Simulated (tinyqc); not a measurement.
Thickness, silicon consumed, volume change, sheet resistance: thermodynamics of metal silicides: hull, first phase, silicon consumed, nucleation and stability against SiO2. Computed by tinyqc, a small Python program. Command: `OMP_NUM_THREADS=1 python tinyqc.py 3020803 3020804 out.jsonl silphase walk`. One thread of a shared host (Intel(R) Xeon(R) Processor @ 2.30GHz), about 0.01 s of CPU time with the checks.

Entropies of formation of the solids are neglected, so heats stand for free energies. Si fractions: M2Si 0.3333, MSi 0.5000, MSi2 0.6667.

Inputs (values chosen for the exercise, of the order of those of nickel silicides for heats and volumes only): molar volume of M = 6.59 cm^3/mol; molar volume of Si = 12.06 cm^3/mol; metal thickness t = 33 nm.

Phases: M2Si, MSi, MSi2.

volumes of the three phases per mole of M (cm^3/mol): [10, 14.5, 23.6]

resistivities of the three phases (microohm cm): [27, 30, 23]

Method. Per phase M_a Si_b, for ample silicon (not limited to t_Si): silicide thickness = t V/V_M; silicon consumed = t (b/a) V_Si/V_M; net volume change = V/(V_M + (b/a) V_Si) - 1; the top surface lies (silicide thickness - silicon consumed) above the old interface; sheet resistance = resistivity/thickness.

Films:
```
phase  thickness (nm)  Si consumed (nm)  volume change (%)  top above old interface (nm)  sheet resistance (ohm)
M2Si            50.08             30.20            -20.761                        19.880                  5.3918
MSi             72.61             60.39            -22.252                        12.219                  4.1317
MSi2           118.18            120.78            -23.152                        -2.604                  1.9462
```

silicon consumed by MSi = 60.392 nm

sheet resistance of MSi = 4.1317 ohm

For a given sheet resistance the silicon consumed goes as resistivity x (b/a)/V: M2Si 1.35, MSi 2.07, MSi2 1.95. It is least for M2Si, which matters on shallow junctions and thin silicon. All three reactions shrink the total volume.

Extremes, crossings and ranges named in words are read from the listed rows.
